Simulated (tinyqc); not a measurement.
From a target to a composition: model-solid line-up of a strained alloy layer on a substrate.

Problem. A layer of the alloy is strained to the substrate, and its gap (Ec minus the top valence edge) is given. Find x between 0.08 and 0.89, where the gap is monotonic.

All values of the alloy are linear in x but the gap, Eg(x) = (1 - x) Eg_A + x Eg_B - C x (1 - x), and the valence edge, Ev(x) = (1 - x) Ev_A + x Ev_B + fv C x (1 - x); Ec = Ev + Eg. Ev is the top of the unstrained valence band on a scale common to all materials. In the layer only the Gamma valley of the conduction band is followed, also where an X or L valley would lie lower.

Coherent growth on a (001) face: e_par = (a_s - a)/a, e_perp = -2 (C12/C11) e_par; exx = eyy = e_par, ezz = e_perp, no shear.

Strained edges: Ec + ac tr(e); the valence edges are Ev plus the levels of the 6 x 6 matrix of X, Y, Z times spin with -Dso/3 + l exx + m (eyy + ezz) on the diagonal (cyclic), n exy off it, l = av + 2 b, m = av - b, n = sqrt(3) d. Spin-orbit term (Dso/3) L.sigma on X, Y, Z with (L_k)_ij = -i epsilon_kij: <X+|H|Y+> = -i Dso/3, <X+|H|Z-> = Dso/3, <Y+|H|Z-> = -i Dso/3, <Z+|H|X-> = -Dso/3, <Z+|H|Y-> = i Dso/3, <X-|H|Y-> = i Dso/3, and their conjugates; + and - are the spin along z.

Values chosen for the exercise (A near GaP, B near InP, substrate near GaAs; not measured data): a = (5.455, 5.872) angstrom (lattice constant of A, B); Eg = (2.909, 1.421) eV (gap at Gamma to the s-like level of A, B); Dso = (0.08, 0.108) eV (spin-orbit splitting of A, B); Ev = (-1.27, -0.94) eV (top of the unstrained valence band of A, B); ac = (-8.09, -6.06) eV (conduction deformation potential of A, B); av = (1.69, 0.59) eV (valence hydrostatic potential of A, B); b = (-1.58, -2.02) eV (tetragonal shear potential of A, B); d = (-4.65, -4.97) eV (trigonal shear potential of A, B); C11 = (140.3, 101.1) GPa (of A, B); C12 = (61.9, 56.7) GPa (of A, B); C44 = (70, 45.4) GPa (of A, B); C = 0.628 eV (bowing of the gap); fv = 0 (share of the bowing taken by the valence edge); a_s = 5.653 angstrom (substrate); face = 001 (growth face).

strained gap = 1.914661 eV

Find: x; e_par; gap of the relaxed alloy.

Solution. Bisect on x; the strained gap is 2.2670 eV at x = 0.08 and 1.5908 eV at x = 0.89.

x = 0.590
e_par = -0.842 %
gap of the relaxed alloy = 1.879 eV

Computed by tinyqc, a small Python program: `OMP_NUM_THREADS=1 python tinyqc.py 1080441 1080442 out.jsonl` (the numbers bound the seed that draws the inputs); one thread of a shared host (Intel(R) Xeon(R) Processor @ 2.30GHz), about 0.02 s for the whole set of steps.
